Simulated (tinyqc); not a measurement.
# Trap density from the capacitance step

Problem. A junction with shallow donors Nd and a deep trap has C_HF = eps0 eps_r/W and C_LF = eps0 eps_r (Nd + Nt)/(Nd W + Nt xt), xt = W - lam. Find W, xt and Nt.

Parameters, values chosen for the exercise:
- eps_r = 9.52 (relative permittivity)
- Nd = 2.5e16 cm^-3 (shallow donor density)

Constants: eps0 = 8.8541878128e-14 F/cm where lengths are in cm. Results are converted to the units shown.

C_HF = 23.183959 nF/cm^2
C_LF = 23.787898 nF/cm^2
lam = 119.11999 nm

Solution. C_HF gives W. With y = C_LF/C_HF, Nt/Nd = (y - 1)/(1 - y xt/W).

W = 363.6 nm
xt = 244.5 nm
Nt = 2.100e15 cm^-3

Numbers from tinyqc (`OMP_NUM_THREADS=1 python tinyqc.py 2050085 2050086 out.jsonl`; about 0.01 s on one thread of a shared Intel Xeon 2.30GHz).
